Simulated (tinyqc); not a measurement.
# Worked calculation: strained alloy layer of InAs and GaAs on (001) InP, model-solid band line-up

Computed by the program tinyqc: `OMP_NUM_THREADS=1 python tinyqc.py 2690076 2690077 out.jsonl`, one thread of a shared Intel Xeon 2.30GHz, about 0.01 s for the whole run. Printed values are rounded.

The layer is x parts of the first compound and 1 - x of the second, grown coherently on the third as substrate and barrier. Rows of the table: lattice constant a, average valence level Ea on an absolute scale, spin-orbit splitting so, gaps at Gamma, X and L, hydrostatic deformation potentials av and ac (Gamma), shear potential b, elastic constants, electron and heavy-hole (along z) masses. All are interpolated linearly in x; gaps get -C x (1 - x), taken wholly in the conduction band; real line-ups can differ from this model by 0.1 eV or more.

Parameters, values chosen for the exercise:
```
symbol  value  unit                                      meaning
x        0.36        fraction of the first compound in the layer
CG      0.477    eV                      bowing of the Gamma gap
CX        1.4    eV                          bowing of the X gap
CL       0.33    eV                          bowing of the L gap
Lw        7.3    nm                              layer thickness
```

Constants: q = 1.602176634e-19 C, hbar = 1.054571817e-34 J s, h = 6.62607015e-34 J s, m0 = 9.1093837015e-31 kg, c = 299792458 m/s, hbar^2/(2 m0) = 0.0380998212 eV nm^2. Results are converted to the units shown.

## Relaxed alloy and strain

Binary compounds, values chosen for the exercise:

|  | close to InAs | close to GaAs | close to InP |
|---|---|---|---|
| a (angstrom) | 6.058 | 5.653 | 5.869 |
| Ea (eV) | -6.67 | -6.92 | -7.04 |
| so (eV) | 0.381 | 0.336 | 0.109 |
| EG (eV) | 0.351 | 1.41 | 1.35 |
| EX (eV) | 1.36 | 1.91 | 2.2 |
| EL (eV) | 1.07 | 1.7 | 1.95 |
| av (eV) | 1 | 1.17 | 1.27 |
| ac (eV) | -5.11 | -7.12 | -4.97 |
| b (eV) | -1.8 | -1.71 | -1.72 |
| c11 (GPa) | 84.5 | 118 | 100 |
| c12 (GPa) | 44.7 | 54.1 | 56 |
| me (m0) | 0.0231 | 0.0679 | 0.0801 |
| mh (m0) | 0.333 | 0.355 | 0.527 |

In-plane strain e = (a_substrate - a)/a, e_z = -2 (c12/c11) e, volume change 2 e + e_z.

a = 5.798800 angstrom
Gamma gap = 0.9188592 eV
X gap = 1.389440 eV
L gap = 1.397168 eV
e = 1.210595 %
e_z = -1.159082 %
volume change = 1.262109 %

The relaxed alloy has its lowest gap at Gamma (direct). The layer is under tensile in-plane strain.

## Band edges and offsets

In-plane strain e = (a_substrate - a)/a, e_z = -2 (c12/c11) e, volume change 2 e + e_z. With v = 2 e + e_z and d = 2 b (e_z - e): Eav = Ea + av v; E_hh = Eav + so/3 - d/2; E_lh = Eav - so/6 + d/4 + sqrt(so^2 + so d + 9 d^2/4)/2; E_c = Ea + so/3 + EG + ac v (Gamma). Substrate: E_v = Ea + so/3, E_c = E_v + EG. Well depths: dEc = E_c(substrate) - E_c, dEhh = E_hh - E_v(substrate), dElh likewise; strained Gamma gap E_c - max(E_hh, E_lh); positive values confine carriers in the layer.

d = 0.08257850 eV
E_hh = -6.739895 eV
E_lh = -6.648834 eV
E_c = -5.874470 eV
strained Gamma gap = 0.7743639 eV
dEc = 0.2208037 eV
dEhh = 0.2637717 eV
dElh = 0.3548324 eV

The light-hole band lies on top, by 91.1 meV. At Gamma the line-up is type I, both carriers held in the layer.

## Critical thickness

In-plane strain e = (a_substrate - a)/a. Matthews-Blakeslee for 60-degree dislocations in a single layer: hc = k (ln(hc/bv) + 1), k = bv (1 - nu/4)/(4 pi |e| (1 + nu)), nu = c12/(c11 + c12), bv = a/sqrt(2); the larger root.

nu = 0.3237412
bv = 0.4100371 nm
hc = 7.245764 nm

The layer, Lw = 7.3 nm, is thicker than hc, so it is metastable at best by this criterion.

## Electron to heavy-hole transition of the well

Lowest level of a finite well of width Lw and depth V: kw Lw/2 = arctan(sqrt((mw/mb)(V - E)/E)), kw = sqrt(mw E/C), C = hbar^2/(2 m0), for electrons (dEc) and heavy holes (dEhh), mb from the substrate; transition E_c - E_hh + both levels, without exciton binding; wavelength h c/E.

electron mass in the layer = 0.05177200 m0
heavy-hole mass in the layer = 0.3470800 m0
electron level = 51.75847 meV
heavy-hole level = 13.70952 meV
transition energy = 0.9308926 eV
wavelength = 1331.885 nm

The light-hole band lies above the heavy-hole one here, so this need not be the lowest transition.
